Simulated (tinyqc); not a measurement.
Debye-Callaway model of lattice thermal conductivity: one step, computed by the program tinyqc.

Three acoustic branches with one velocity v, cut at omega_D = k_B Theta/hbar; x = hbar omega/(k_B T). v and Theta are separate inputs: Theta cuts off the heat-carrying modes, so C need not reach 3 k_B/V. gamma is an effective value that sets the umklapp rate. Heat flows along the film.

Problem. Scattering rates at one frequency. Rates: point defects A omega^4; umklapp B omega^2 T exp(-Theta/(b T)) with B = hbar gamma^2/(M v^2 Theta). Film: the bulk time tau of each mode, from the resistive rates above, is multiplied by the Fuchs-Sondheimer factor F = (3/2) int_0^1 (1 - u^2) [1 - (1 - p) (u/d) (1 - E)/(1 - p E)] du, with E = exp(-d/u), d = t/(v tau), by 48 Gauss-Legendre points in z with u = z^4; the boundary rate is defined as 1/(F tau) - 1/tau. The resistive time is tau_R = 1/(boundary + point-defect + umklapp rates), and the free path is v tau_R.

Inputs (values chosen for the exercise, modelled on magnesium oxide):
```
quantity                              value        unit
sound velocity v                       6470         m/s
Debye temperature Theta                 763           K
mean atomic mass M                    20.15           u
effective Grueneisen parameter gamma   3.37           -
umklapp exponent divisor b                3           -
film thickness t                       0.47  micrometre
specularity p                           0.8           -
temperature T                           200           K
probe frequency omega/omega_D          0.27           -
```

Sample: film. Point defects: vacancies. Normal processes: left out.

Rayleigh coefficient A = 9.879311e-46 s^3

Constants: k_B = 1.380649e-23 J/K; hbar = 1.054571817e-34 J s; u = 1.6605390666e-27 kg.

Give: omega; Rates; tau_R; free path.

Solution.

omega = 2.697e+13 rad/s

Rates:
```
process        rate (1/s)  rate x tau_R
boundaries      1.055e+09       0.02231
point defects   5.228e+08       0.01105
umklapp         4.571e+10        0.9666
```

tau_R = 2.115e-11 s

free path = 136.8 nm

The strongest resistive process at this frequency: umklapp, 97 % of the resistive rate.
